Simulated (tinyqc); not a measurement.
# AlGaN/GaN HEMT with access regions, lumped model: effects of single changes

A polarisation-induced electron sheet under a Schottky gate, in series with two ungated access regions and contacts. Drift law v = mu E/(1 + mu E/vs) under the gate. Currents in mA/mm, resistances in ohm mm. No self-heating, no channel-length modulation; fits for polarisation, barrier and offset are chosen for the exercise.

Parameters, values chosen for the exercise; values close to those of AlGaN/GaN structures:
- x = 0.22 (aluminium share of the barrier)
- d = 25 nm (barrier thickness)
- eps_r = 9 (relative permittivity of barrier and channel)
- mu = 1300 cm^2/(V s) (channel mobility)
- vs = 1.1e7 cm/s (saturation velocity)
- Lg = 0.15 um (gate length)
- Ld = 2 um (drain access length)
- Rc = 0.34 ohm mm (resistance of each contact)
- ft = 0.31 (share of the drain-access electrons removed by traps)
- Vg = 0.5 V (gate voltage)
- Ec = 2.7 MV/cm (critical field)
- te = 0.29 um (depth over which the depleted charge spreads)
- tf = 300 nm (insulator under the field plate)
- ei = 7.5 (relative permittivity of that insulator)

Constants: q = 1.602176634e-19 C, eps0 = 8.8541878128e-14 F/cm where lengths are in cm. Results are converted to the units shown.

Each table varies one quantity; the others keep the values above.

## Field plate: effect of the insulator under the field plate

sigma = (5e13 x + 1.6e13 x^2) cm^-2, phiB = 0.84 + 1.3 x, dEc = 0.7 (1.71 x + x^2) in volts, Cb = eps0 eps_r/d, VT = phiB - dEc - q sigma/Cb, access density n0 = -Cb VT/q. Off state: a depleted stretch that holds the voltage V has the peak field sqrt(k V), k = 2 q n0/(eps0 eps_r te), so one edge holds V1 = Ec^2/k. The sheet under the plate pinches off at Vf = q n0 (1/Cb + tf/(eps0 ei)); beyond it the gate edge is screened. BV = V1 if Vf >= V1, else Vf + V1, and at most Ec Ld.

The same in every row: V1 (V) = 51.923; Ec Ld (V) = 540.00.

Field plate: effect of the insulator under the field plate:
```
tf (nm)  Vf (V)  BV (V)
19       9.7312  61.654
28       11.930  63.853
42       15.350  67.273
63       20.480  72.403
93       27.809  79.732
140      39.291  91.214
210      56.392  51.923
310      80.822  51.923
```

BV goes from 61.7 through a maximum of 91.2 (at tf = 140 nm among the rows listed) to 51.9 V. The plate helps (Vf < V1) in 6 of the 8 rows, and the access length caps BV in 0. The best thickness makes Vf just under V1, tf = 192 nm, where both edges reach Ec together and BV nears 2 V1.

## Effect of the source access length

Access resistance R(L, n) = L/(q mu n sqrt(1 - (I/(q n vs))^2)); Rs = Rc + R(Ls, n0), Rd = Rc + R(Ld, (1 - ft) n0). Vg' = Vg - I Rs, Vd' = Vd - I (Rs + Rd); with u = Vg' - VT, Vc = vs Lg/mu and w the smaller of Vd' and Vc [sqrt(1 + 2 u/Vc) - 1] (0 if negative), the channel gives (mu Cb/Lg)(u w - w^2/2)/(1 + w/Vc). I equals that channel current. Isat is I at Vd = 10 V, gm = dIsat/dVg, Ron the limit of Vd/I at small Vd.

The same in every row: VT (V) = -5.090; n0 (cm^-2) = 1.013e13.

Results:
```
Ls (um)  Ron (ohm mm)  Isat (mA/mm)  gm (mS/mm)
0.1             2.167          1209       1.034
0.6             2.404          1207       2.687
1               2.593          1203       15.22
1.5             2.830          1138       194.3
2.5             3.305          1020       173.6
4               4.016         889.8       152.6
```

Estimate the missing row, Ls = 0.3 um.

Computed row:
```
Ls (um)  Ron (ohm mm)  Isat (mA/mm)  gm (mS/mm)
0.3             2.261          1208       1.438
```

With this row back in the table: As Ls goes from 0.1 to 4 um, Ron rises from 2.17 to 4.02 ohm mm, Isat falls from 1210 to 890 mA/mm and gm goes from 1.03 through a maximum of 194 (at Ls = 1.5 um among the rows listed) to 153 mS/mm. The ceiling Cb vs is 351 mS/mm. In every row the power passes 5 W/mm, where self-heating, left out here, lowers the current. For Ls = 0.1 to 1 um the gated channel is not yet saturated at 10 V, because the access regions take the voltage, and gm drops.

## Field plate: effect of the aluminium share of the barrier

Same model as above.

The same in every row: Ec Ld (V) = 540.0.

Field plate: effect of the aluminium share of the barrier:
```
x     Vf (V)  V1 (V)  BV (V)
0.14   43.67   93.20   136.9
0.18   60.81   66.93   127.7
0.22   78.38   51.92   51.92
0.26   96.38   42.22   42.22
0.3    114.8   35.45   35.45
0.34   133.7   30.44   30.44
0.38   153.0   26.60   26.60
```

Read the table: what changes, and by how much?

BV falls from 137 to 26.6 V. The plate helps (Vf < V1) in 2 of the 7 rows, and the access length caps BV in 0. More sheet charge lowers Ron but steepens the field, so V1 falls.

tinyqc, about 0.01 s, one thread, Intel Xeon 2.30GHz (shared host): `OMP_NUM_THREADS=1 python tinyqc.py 2570085 2570086 out.jsonl`
